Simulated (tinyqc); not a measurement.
UKS/BP86 in the sto-6g basis, for H4, spin multiplicity 3, step by step. One step of it, computed by the program tinyqc.

Problem. Iteration 3 (converged): orbitals. Diagonalise F' = X^T F X, C = X C', fill 3 alpha and 1 beta electrons from the bottom; D(s) = C_occ C_occ^T. Each column has its largest component positive (the first on a tie).

converged F(alpha) (hartree), lower triangle:
```
           1H 1s      2H 1s      3H 1s      4H 1s
1H 1s  -0.222520
2H 1s  -0.140816  -0.222520
3H 1s  -0.270783  -0.096742  -0.222520
4H 1s  -0.096742  -0.270783  -0.140816  -0.222520
```

converged F(beta) (hartree), lower triangle:
```
           1H 1s      2H 1s      3H 1s      4H 1s
1H 1s  -0.121428
2H 1s  -0.126019  -0.121428
3H 1s  -0.234804  -0.088967  -0.121428
4H 1s  -0.088967  -0.234804  -0.126019  -0.121428
```

X, lower triangle:
```
           1H 1s      2H 1s      3H 1s     4H 1s
1H 1s   1.107854
2H 1s  -0.109580   1.107854
3H 1s  -0.258206   0.002354   1.107854
4H 1s   0.002354  -0.258206  -0.109580  1.107854
```

Give: F' = X^T F X; orbital energies; coefficients C; F' = X^T F X; orbital energies; coefficients C; D(alpha) after iteration 3; D(beta) after iteration 3.

Solution.

F' = X^T F X (alpha) (hartree), lower triangle:
```
         1        2        3        4
1  -0.1072
2  -0.0909  -0.1072
3  -0.2113   0.0066  -0.1072
4   0.0066  -0.2113  -0.0909  -0.1072
```

orbital energies (alpha) (hartree): MO1 -0.4028, MO2 -0.2342, MO3 0.0066, MO4 0.2017

coefficients C (alpha):
```
          MO1      MO2      MO3      MO4
1H 1s  0.3712   0.4784   0.6271   0.7390
2H 1s  0.3712  -0.4784   0.6271  -0.7390
3H 1s  0.3712   0.4784  -0.6271  -0.7390
4H 1s  0.3712  -0.4784  -0.6271   0.7390
```

F' = X^T F X (beta) (hartree), lower triangle:
```
         1        2        3       4
1   0.0011
2  -0.0985   0.0011
3  -0.2232   0.0058   0.0011
4   0.0058  -0.2232  -0.0985  0.0011
```

orbital energies (beta) (hartree): MO1 -0.3148, MO2 -0.1293, MO3 0.1200, MO4 0.3286

coefficients C (beta):
```
          MO1      MO2      MO3      MO4
1H 1s  0.3712   0.4784   0.6271   0.7390
2H 1s  0.3712  -0.4784   0.6271  -0.7390
3H 1s  0.3712   0.4784  -0.6271  -0.7390
4H 1s  0.3712  -0.4784  -0.6271   0.7390
```

D(alpha) after iteration 3, lower triangle:
```
         1H 1s    2H 1s   3H 1s   4H 1s
1H 1s   0.7599
2H 1s   0.3021   0.7599
3H 1s  -0.0265  -0.4843  0.7599
4H 1s  -0.4843  -0.0265  0.3021  0.7599
```

D(beta) after iteration 3, lower triangle:
```
        1H 1s   2H 1s   3H 1s   4H 1s
1H 1s  0.1378
2H 1s  0.1378  0.1378
3H 1s  0.1378  0.1378  0.1378
4H 1s  0.1378  0.1378  0.1378  0.1378
```
